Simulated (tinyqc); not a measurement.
# Reverse leakage of an n+-p junction: diffusion, generation, trap-assisted and band-to-band tunnelling, step by step

Program tinyqc, `OMP_NUM_THREADS=1 python tinyqc.py 2290166 2290167 out.jsonl`; Intel Xeon 2.30GHz, shared host, one thread, about 0.01 s. Printed values are rounded; ~0 in a residual or rate marks an entry under 1e-11 of the largest of its column.

One-sided abrupt junction in the depletion approximation, x from the junction (0) to W on the p side, field F = F0 (1 - x/W). Flat quasi-Fermi levels, long p side. Traps generate through SRH with both lifetimes shortened by 1 + Gamma (Hurkx enhancement, form for moderate fields); band-to-band generation is local and needs a total bending above Eg.

Inputs (values chosen for the exercise); band and dielectric values close to those of silicon: temperature T = 400 K; band gap Eg = 1.1 eV; relative permittivity eps_r = 11.9; conduction-band density of states at T Nc = 4.28e19 cm^-3; valence-band density of states at T Nv = 4.16e19 cm^-3; acceptor density of the lighter side Na = 9.5e17 cm^-3; donor density of the heavier side Nd = 1e20 cm^-3; SRH lifetime of both carriers at zero field tau = 1e-7 s; trap level above the intrinsic level Et = 0 eV; tunnelling mass mt = 0.25 m0; electron diffusion coefficient on the lighter side Dn = 4.6 cm^2/s; band-to-band prefactor Ab = 6.7e14 cm^-0.5 V^-2.5 s^-1; band-to-band field constant Bb = 1.83e7 V/cm; reverse bias VR = 2.9 V.

Constants: q = 1.602176634e-19 C, kB = 1.380649e-23 J/K, hbar = 1.054571817e-34 J s, m0 = 9.1093837015e-31 kg, Vt = kB T/q, eps0 = 8.8541878128e-14 F/cm where lengths are in cm. Results are converted to the units shown.

Range of the model: The n+ side is degenerate, so Vbi from Boltzmann statistics is only a guide.

## Field, scales and diffusion current

ni = sqrt(Nc Nv) exp(-Eg/(2 Vt)), Eg in volts; Vbi = Vt ln(Na Nd/ni^2); W = sqrt(2 eps0 eps_r (Vbi + VR)/(q Na)); F0 = 2 (Vbi + VR)/W; FG = sqrt(24 mt m0 (kB T)^3)/(q hbar); J_diff = q ni^2 sqrt(Dn/tau)(1 - exp(-VR/Vt))/Na.

ni = 4.96105e12 cm^-3
Vbi = 0.998979 V
W = 73.4719 nm
F0 = 1061.35 kV/cm
FG = 567.869 kV/cm
J_diff = 2.81522e-8 A/cm^2

## Generation rates across the layer

u = (Vbi + VR)(1 - x/W)^2, p = Na exp(-u/Vt), n = Nd exp((u - Vbi - VR)/Vt); G0 = ni^2 (1 - exp(-VR/Vt))/(tau (n + p + 2 ni cosh(Et/Vt))); Gamma = 2 sqrt(3 pi)(F/FG) exp((F/FG)^2); trap-assisted part G0 Gamma; G_bb = Ab F^2.5 exp(-Bb/F) with F in V/cm, zero unless Vbi + VR > Eg, and counted as zero under 1 cm^-3 s^-1. 15 equal steps.

```
point   x (nm)  F (kV/cm)     Gamma  G0 (cm^-3 s^-1)  G0 Gamma (cm^-3 s^-1)  G_bb (cm^-3 s^-1)
0       0.0000    1061.35   377.442       2.46120e12             9.28960e14         2.52669e22
1       4.8981     990.60   224.570       4.35481e18             9.77961e20         6.20546e21
2       9.7963     919.84   137.126       2.48051e19             3.40142e21         1.24496e21
3      14.6944     849.08   85.8605       2.48052e19             2.12979e21         1.94193e20
4      19.5925     778.33   55.0714       2.48052e19             1.36606e21         2.20208e19
5      24.4906     707.57   36.1360       2.48052e19             8.96362e20         1.65286e18
6      29.3888     636.81   24.2144       2.48052e19             6.00645e20         7.17488e16
7      34.2869     566.05   16.5310       2.48052e19             4.10055e20         1.47197e15
8      39.1850     495.30   11.4596       2.48052e19             2.84257e20         1.04030e13
9      44.0831     424.54   8.02728       2.47725e19             1.98856e20                 ~0
10     48.9813     353.78   5.63922       1.86049e19             1.04917e20                 ~0
11     53.8794     283.03   3.92307       7.81365e17             3.06535e18                 ~0
12     58.7775     212.27   2.63930       2.38783e16             6.30222e16                  0
13     63.6756     141.51   1.62812       1.93518e15             3.15071e15                  0
14     68.5738      70.76  0.777012       4.28301e14             3.32795e14                  0
15     73.4719       0.00         0       2.59071e14                      0                  0
```

## Current components

Each current is q times the trapezoid sum of its rate; J adds J_diff; J_bb under 1e-8 of the sum is given as 0.

J_SRH = 1.74357e-5 A/cm^2
J_TAT = 8.14074e-4 A/cm^2
J_bb = 0.00159322 A/cm^2
J = 0.00242475 A/cm^2

A fine grid gives J = 0.002290 A/cm^2; the coarse sum is 5.9 % above it. On the fine grid the largest part is band-to-band tunnelling (60.3 %). The simple estimate q ni W/(2 tau cosh(Et/Vt)) is 64 % above the fine-grid J_SRH of 1.777e-5 A/cm^2, since near both edges n or p is large enough to quench generation.
